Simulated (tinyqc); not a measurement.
# Permittivity and interface capacitance from two thicknesses

Question. 1/C = t/(eps0 ek) + 2/ci for planar capacitors that differ only in thickness. Find ek, ci and the EOT of the interfaces, 2 x 3.9 eps0/ci.

Constants: eps0 = 8.8541878128e-14 F/cm where lengths are in cm. Results are converted to the units shown.

C at t = 3.5 and 11 nm (uF/cm^2): 10.788373  5.2832311

Solution. 1/C is a straight line in t: the slope gives ek and the intercept 2/ci. A single thickness would give only the effective permittivity; when the interfaces are a small part of 1/C, ci needs very accurate data.

ek = 87.7
ci = 42.0 uF/cm^2
EOT of the interfaces = 0.164 nm

Program tinyqc, `OMP_NUM_THREADS=1 python tinyqc.py 2102013 2102014 out.jsonl`; Intel Xeon 2.30GHz, shared host, one thread, about 0.01 s.
